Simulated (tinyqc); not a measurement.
# Hexagonal on-chip spiral inductor, lumped pi model: two studies

Outer diameter do = di + 2 n wd + 2 (n - 1) sp, mean da = (do + di)/2, fill p = (do - di)/(do + di), length l = 3.464 n da. L = 2.33 mu0 n^2 da/(1 + 3.82 p), mu0 = 4 pi 1e-7 H/m. Rs = rho l/(wd delta (1 - exp(-th/delta))), delta = sqrt(rho/(pi f mu0)). Cs = n wd^2 eps0 eo/hu across the coil. At each end Cox = l wd eps0 eo/(2 ho) leads to the substrate branch Rsi = 2 rs he/(l wd) in parallel with Csi = l wd eps0 11.7/(2 he). With one end grounded Y = 1/(Rs + i w L) + i w Cs + 1/[1/(i w Cox) + 1/(1/Rsi + i w Csi)], w = 2 pi f; Q = -Im Y/Re Y. Eddy currents in neighbouring turns and in the substrate are left out.

Inputs (values chosen for the exercise); values of the order met in silicon radio-frequency processes:
```
symbol,value,unit,meaning
n,2.5,,number of turns
wd,20,um,line width
sp,1.5,um,space between turns
di,40,um,inner diameter
th,0.9,um,metal thickness
rho,2.2,uohm cm,metal resistivity
ho,3.1,um,oxide below the coil
hu,0.7,um,oxide between coil and underpass
eo,4.1,,relative permittivity of the oxide
rs,20,ohm cm,substrate resistivity
he,50,um,effective spreading depth in the substrate
f,1.5,GHz,frequency
```

Constants: eps0 = 8.8541878128e-12 F/m. Results are converted to the units shown.

Each table varies one quantity; the others keep the values above.

## Quality factor against frequency

Apparent inductance Im(1/Y)/w; share of the loss Re(substrate branch)/Re Y.

Quality factor against frequency:

| f (GHz) | Rs (ohm) | w L/Rs | Q | apparent inductance (nH) | loss in the substrate (%) |
|---|---|---|---|---|---|
| 0.45 | 1.107 | 1.363 | 1.362 | 0.5337 | 0.02405 |
| 0.73 | 1.144 | 2.139 | 2.134 | 0.5340 | 0.1050 |
| 1.2 | 1.194 | 3.368 | 3.342 | 0.5348 | 0.4396 |
| 2 | 1.263 | 5.308 | 5.186 | 0.5368 | 1.569 |
| 3.2 | 1.347 | 7.965 | 7.502 | 0.5415 | 4.242 |
| 5.2 | 1.462 | 11.93 | 10.27 | 0.5545 | 10.32 |
| 8.5 | 1.618 | 17.62 | 12.30 | 0.5928 | 22.19 |
| 14 | 1.833 | 25.61 | 10.99 | 0.7309 | 40.81 |
| 23 | 2.127 | 36.25 | 3.648 | 1.892 | 61.68 |

Q goes from 1.36 through a maximum of 12.3 (at f = 8.5 GHz among the rows listed) to 3.65; the exact peak is 12.4 at 9.59 GHz and Q reaches zero at the self-resonance, 26.8 GHz. The share of the substrate rises from 0.0240 to 61.7 %, and the apparent inductance ends at 3.55 times L. At the peak the substrate takes 26.2 % of the loss.

## Effect of the metal thickness

Same model as above.

Peak Q and its frequency from a search over f; self-resonance where Im Y = 0; Q at the given f (negative beyond resonance).

The same in every row: L (nH) = 0.5336; do (um) = 144.5.

Effect of the metal thickness:

| th (um) | peak Q | f of the peak (GHz) | self-resonance (GHz) | Q at f |
|---|---|---|---|---|
| 0.5 | 9.478 | 10.93 | 26.79 | 2.494 |
| 0.9 | 12.41 | 9.593 | 26.80 | 4.063 |
| 1.5 | 14.63 | 8.490 | 26.80 | 5.872 |
| 2 | 15.57 | 7.943 | 26.80 | 6.997 |
| 3 | 16.42 | 7.329 | 26.80 | 8.528 |
| 4 | 16.71 | 7.044 | 26.80 | 9.435 |
| 6 | 16.84 | 6.863 | 26.80 | 10.29 |
| 9 | 16.86 | 6.829 | 26.80 | 10.66 |

What does the comparison show?

As th goes from 0.5 to 9, L stays at 0.534 nH, the peak Q rises from 9.48 to 16.9, its frequency falls from 10.9 to 6.83 GHz and the self-resonance stays near 26.8 GHz. Once th exceeds a few skin depths Rs no longer falls.

tinyqc, about 0.01 s, one thread, Intel Xeon 2.30GHz (shared host): `OMP_NUM_THREADS=1 python tinyqc.py 2302138 2302139 out.jsonl`
